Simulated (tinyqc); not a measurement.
Rigid-ion and shell models of the dielectric response of an ionic crystal: one step, computed by the program tinyqc. Command: `OMP_NUM_THREADS=1 python tinyqc.py 3016331 3016332 out.jsonl shell walk`. One thread of a shared host (Intel(R) Xeon(R) Processor @ 2.30GHz), about 0.01 s of CPU time with the checks.

Charges +Z and -Z; 8 nearest neighbours, Madelung constant M = 1.762675, volume per ion pair Omega = 1.539601 d^3. Energy per pair U = -M Z^2 e2/d + 8 A exp(-d/rho), e2 = e^2/(4 pi eps_0). In the shell model the anion is a core of charge Y - Z and a massless shell of charge -Y, joined by the spring k; the repulsion acts on the shell. Each ion feels the Lorentz field E + (4 pi/3) P (Gaussian units).

Task: Equilibrium, bulk modulus and repulsive spring. Zero pressure fixes 8 A exp(-d/rho) = M Z^2 e2 rho/d^2. Then U = -(M Z^2 e2/d)(1 - rho/d), B = M Z^2 e2 (d/rho - 2)/(9 Omega d), and the spring of one sublattice against the other is R = (1/3) x (Laplacian of the repulsion summed over neighbours) = M Z^2 e2 (d/rho - 2)/(3 d^3), so R = 3 B Omega/d^2.

Inputs (values chosen for the exercise, for a model crystal): nearest-neighbour distance d = 3.06 angstrom; ionic charge Z = 1 e; hardness d/rho = 9.12.

Structure: caesium chloride.

Constants: e^2/(4 pi eps_0) = 14.39964548 eV angstrom; 1 eV/angstrom^3 = 160.2176634 GPa.

Give: volume Omega; lattice energy U; bulk modulus B; repulsive spring R.

Result:

volume Omega = 44.114 angstrom^3

lattice energy U = -7.3852 eV/pair

bulk modulus B = 23.833 GPa

repulsive spring R = 2.1024 eV/angstrom^2
